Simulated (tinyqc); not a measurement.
# Capacitances against the relative permittivity between the lines

Endless row of lines of width wl, height tl and space sl between grounded planes at distance hd; e2 fills the gaps beside the lines, e1 the rest. Laplace's equation is solved on meshes of 3, 6 and 12 steps per unit u and extrapolated (Aitken), which is good to about 0.2 %. C_even (all lines at 1 V) is the capacitance Cg to the planes; C_odd (neighbours in antiphase) = Cg + 4 Cc if only nearest neighbours couple, which defines Cc; total with quiet neighbours Cg + 2 Cc. Plate values 2 eps0 e1 wl/hd and eps0 e2 tl/sl.

Inputs (values chosen for the exercise): relative permittivity above and below the lines e1 = 2.7; line width, in units u wl = 4 u; line height tl = 12 u; space between lines sl = 4 u; distance to each plane hd = 4 u.

Constants: eps0 = 8.8541878128e-12 F/m. Results are converted to the units shown.

The same in every row: plate Cg (aF/um) = 47.8.

Result of one run:
```
e2,Cg (aF/um),Cc (aF/um),Cg + 2 Cc (aF/um),C_odd (aF/um),plate Cc (aF/um),"share of coupling, 2 Cc/(Cg + 2 Cc) (%)"
7,91.8,191,473,854,186,80.6
```

What becomes of these results when the relative permittivity between the lines e2 is changed from 7 to 1, all else the same?

Result of the changed run:
```
e2,Cg (aF/um),Cc (aF/um),Cg + 2 Cc (aF/um),C_odd (aF/um),plate Cc (aF/um),"share of coupling, 2 Cc/(Cg + 2 Cc) (%)"
1,84.2,32.2,148,213,26.6,43.3
```

The whole series:
```
e2,Cg (aF/um),Cc (aF/um),Cg + 2 Cc (aF/um),C_odd (aF/um),plate Cc (aF/um),"share of coupling, 2 Cc/(Cg + 2 Cc) (%)"
1,84.2,32.2,148,213,26.6,43.3
1.5,85.8,45.3,176,267,39.8,51.3
2,87.0,58.4,204,321,53.1,57.3
2.5,88.0,71.6,231,374,66.4,61.9
3,88.7,84.8,258,428,79.7,65.6
3.9,89.8,109,307,524,104,70.7
5,90.7,138,366,641,133,75.2
7,91.8,191,473,854,186,80.6
```

As e2 goes from 1 to 7, Cg rises from 84.2 to 91.8 aF/um, Cc rises from 32.2 to 191 aF/um and the share of coupling rises from 43.3 to 80.6 %. Cg is 1.76 times its plate value in the first row and 1.92 times in the last; for Cc the ratios are 1.21 and 1.03. Neighbours in antiphase raise the load by a factor of 1.43 and 1.81 over quiet ones.

Numbers from tinyqc (`OMP_NUM_THREADS=1 python tinyqc.py 2790167 2790168 out.jsonl`; about 0.6 s on one thread of a shared Intel Xeon 2.30GHz).
